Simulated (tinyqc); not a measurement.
Gas flow in a process chamber: flow regimes, conductance, effective pumping speed, pump-down, outgassing and purge: one step, computed by the program tinyqc.

Ideal gas, isothermal flow, a pump of constant speed at the end of a round pipe; process gas, volume gas and outgassing are given the same properties. 1 sccm = 101325 Pa x 1e-6 m^3/60 s x T/273.15 K.

Question. Molecular flow. Mean speed c = sqrt(8 k_B T/(pi m)); aperture conductance C_a = c pi d^2/16; molecular pipe C_m = C_a/(1 + 3 l/(4 d)) (Dushman form); viscous pipe C_v = pi d^4 p_mean/(128 eta l); Knudsen interpolation C = C_v + C_m (1 + x)/(1 + 1.24 x), x = d p_mean sqrt(m/(k_B T))/eta. Effective speed 1/S_eff = 1/S + 1/C_m; time constant V/S_eff; pressure at which the free path k_B T/(sqrt2 pi d_m^2 p) equals d.

Inputs (values chosen for the exercise, modelled on hydrogen near room temperature):

| quantity | value | unit |
|---|---|---|
| molar mass M | 2.016 | g/mol |
| molecular diameter | 0.27 | nm |
| temperature T | 293 | K |
| chamber volume V | 160 | L |
| pipe diameter d | 6.3 | cm |
| pipe length l | 290 | cm |
| pump speed S | 140 | L/s |

Constants: k_B = 1.380649e-23 J/K; u = 1.6605390666e-27 kg.

Give: mean speed c; C_a; C_m; S_eff in molecular flow; time constant; pressure where the free path equals d.

Answer.

mean speed c = 1754 m/s

C_a = 1367 L/s

C_m = 38.48 L/s

S_eff in molecular flow = 30.19 L/s

time constant = 5.301 s

pressure where the free path equals d = 0.1983 Pa

The pipe passes on 22 % of the pump speed; a larger pump would gain little, since S_eff cannot exceed C_m.
